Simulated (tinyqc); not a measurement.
All-pass ring resonator: course of the iteration: thermal shift of the resonance.

A ring of length L = 2 pi Rr coupled to one bus waveguide: round-trip amplitude a = 10^(-al L/20), self-coupling t = sqrt(1 - k2). At detuning d from the resonance the round-trip phase is p = 2 pi d/FSR and the transmission T = (a^2 - 2 a t cos p + t^2)/(1 - 2 a t cos p + a^2 t^2). Lossless coupler, linear absorption only.

T is the transmission at d = dl - s, p = 2 pi d/FSR; out = (lam dT/ng) Rt fa (1 - T) Pin; s(new) = out.

Stop when s changes by less than 1e-7 pm, or after 200 iterations.

Values chosen for this exercise; values close to those of silicon waveguides: cold resonance wavelength lam = 1550 nm; group index ng = 4.36; thermo-optic change of the effective index dT = 0.00018 1/K; thermal resistance Rt = 2 K/mW; share of the loss that heats the ring fa = 0.47; input power Pin = 0.055 mW; laser detuning from the cold resonance dl = 20 pm.

s at the start = 0 pm
a = 0.998103
t = 0.996494
FSR = 11.6933 nm

Course of the iteration:

| iteration | s (pm) | \|change\| (pm) |
|---|---|---|
| 1 | 0.609643 | 0.610 |
| 2 | 0.640309 | 0.0307 |
| 3 | 0.641907 | 1.60e-3 |
| 4 | 0.641990 | 8.34e-5 |
| 5 | 0.641995 | 4.35e-6 |
| 6 | 0.641995 | 2.27e-7 |
| 7 | 0.641995 | 1.19e-8 |

Did this iteration meet its convergence test, and what does its course show?

Yes. Converged in 7 iterations. At the end each change is about 0.052 times the one before: linear convergence. The equation has 1 root(s).

Program tinyqc, `OMP_NUM_THREADS=1 python tinyqc.py 2650011 2650012 out.jsonl`; Intel Xeon 2.30GHz, shared host, one thread, about 0.01 s.
